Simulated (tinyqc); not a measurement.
Towards the loss of the bound state: donor level screened by free carriers (Yukawa potential).

Potential -(q/(eps r)) exp(-ks r), q = e^2/(4 pi eps0). In units Ry* = Ry m/eps^2 and a* = a0 eps/m the problem is [-Laplacian - 2 exp(-x r)/r] psi = E psi with x = ks a*.

Converged values use 18 functions exp(-z r), z = 1.55^i, i = -11 to 6: S = 2/A^3, H = z_i z_j S - 2/(A + x)^2, A = z_i + z_j.

Inputs chosen for the exercise (out of a larger set: near those of a donor in InP, with one mean mass; not measured data): xs = (0.05, 0.14, 0.29, 0.47, 0.69, 0.92, 1.02) (values of x).

First order (-1 + 2x), one-parameter (minimum of z^2 - 8 z^3/(2z + x)^2) and converged 1s energies in Ry*, and the mean radius in a*; a dash marks an unbound result.

Results:
```
x     first order  trial function  converged   <r>
0.05      -0.9000         -0.9036    -0.9036  1.50
0.14      -0.7200         -0.7470    -0.7471  1.53
0.29      -0.4200         -0.5276    -0.5282  1.60
0.47      -0.0600         -0.3219    -0.3246  1.77
0.69            -         -0.1415    -0.1499  2.17
0.92            -         -0.0245    -0.0420  3.32
1.02            -               -    -0.0164  4.78
```

What can be read from this table?

First order loses the state at x = 0.5, the trial function reaches zero energy at x = 1.00, and the exact limit is 1.19. The radius starts at 1.5 a*, grows slowly at first (1.60 at x = 0.29), then steadily, and swells towards the end (4.8 at 1.02), where a single exponential fails: the binding vanishes as the square of the distance from 1.19.

Run: tinyqc, `OMP_NUM_THREADS=1 python tinyqc.py 1280578 1280579 out.jsonl`; Intel(R) Xeon(R) Processor @ 2.30GHz, one thread, shared host; about 0.01 s of CPU time with all checks.
